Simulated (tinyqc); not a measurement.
Random telegraph noise from one oxide trap in a small MOSFET: time constants and noise against gate voltage.

An acceptor-like trap exchanges electrons with the channel. Inversion charge Q = Cox u, u = n Vt W0(exp((Vg - VT)/(n Vt))), W0 the Lambert function, n = nf, Cox = eps0 eox/tox; linear regime Id = (W/L) mu Q Vd. Relative to threshold the surface potential rises by Vt ln(u/u0) and the oxide voltage by the rest of Vg - VT, with u0 = n Vt W0(1).

N = Cox u/q; dpsi = Vt ln(u/u0); E = E0 - dpsi - (xt/tox)(Vg - VT - dpsi); capture time tc = 1/[(N/zi) vth s0 exp(-xt/lt - EB/Vt)]; emission time te = tc exp(-E/Vt); occupancy te/(tc + te). A = W L; threshold step dV = q (1 - xt/tox)/(Cox A); gm/Id = 1/(u + n Vt); relative step dI/I = (gm/Id) dV + asc mu/A. fc = (1/tc + 1/te)/(2 pi); rms = (dI/I) sqrt(tc te)/(tc + te).

Inputs (values chosen for the exercise); values of the order met in silicon transistors: temperature T = 300 K; relative permittivity of the gate insulator (close to silicon nitride) eox = 7.31; insulator thickness tox = 6.2 nm; depth of the trap from the channel interface xt = 1 nm; trap level above the channel Fermi level at threshold E0 = 0.13 eV; capture prefactor s0 = 2e-16 cm^2; capture barrier (lattice relaxation) EB = 0.18 eV; tunnelling decay length lt = 0.14 nm; thermal velocity vth = 1.2e7 cm/s; thickness of the inversion layer zi = 2.5 nm; threshold voltage VT = 0.44 V; body factor nf = 1.31; gate width W = 140 nm; gate length L = 110 nm; mobility mu = 350 cm^2/(V s); scattering coefficient of the charged trap asc = 0 V s; drain voltage Vd = 0.05 V.

Constants: q = 1.602176634e-19 C, kB = 1.380649e-23 J/K, Vt = kB T/q, eps0 = 8.8541878128e-14 F/cm where lengths are in cm. Results are converted to the units shown.

Time constants and noise against gate voltage:
```
Vg (V)     E (eV)    tc (s)    te (s)  occupancy  dI/I (%)  fc (Hz)  rms dI/I (%)
0.62      0.05892  1.600e-4  1.638e-5    0.09286    0.4993  1.071e4        0.1449
0.68      0.04243  1.168e-4  2.264e-5     0.1623    0.3856     8393        0.1422
0.74      0.02736  9.113e-5  3.162e-5     0.2576    0.3115     6780        0.1362
0.8       0.01326  7.430e-5  4.449e-5     0.3745    0.2600     5719        0.1259
0.86    -1.590e-4  6.253e-5  6.291e-5     0.5015    0.2225     5075        0.1113
0.92     -0.01307  5.387e-5  8.930e-5     0.6238    0.1941     4737       0.09405
0.98     -0.02559  4.725e-5  1.271e-4     0.7291    0.1720     4620       0.07642
1.04     -0.03780  4.204e-5  1.814e-4     0.8119    0.1542     4663       0.06026
1.1      -0.04976  3.784e-5  2.593e-4     0.8727    0.1396     4820       0.04655
```

What does the comparison show?

tc falls from 1.60e-4 to 3.78e-5 s as the channel fills and te rises from 1.64e-5 to 2.59e-4 s; they are equal at Vg = 0.859 V, where E = 0. The rms noise falls from 0.145 to 0.0465 %. The slope -Vt d ln(tc/te)/dVg is 0.275 between the first two rows and 0.199 between the last two; it tends to xt/tox = 0.161 only when the surface potential stops moving.

Range of the model: VT is taken as given; short-channel effects and the uneven flow of current among few electrons are left out.

Numbers from tinyqc (`OMP_NUM_THREADS=1 python tinyqc.py 2710083 2710084 out.jsonl`; about 0.01 s on one thread of a shared Intel Xeon 2.30GHz).
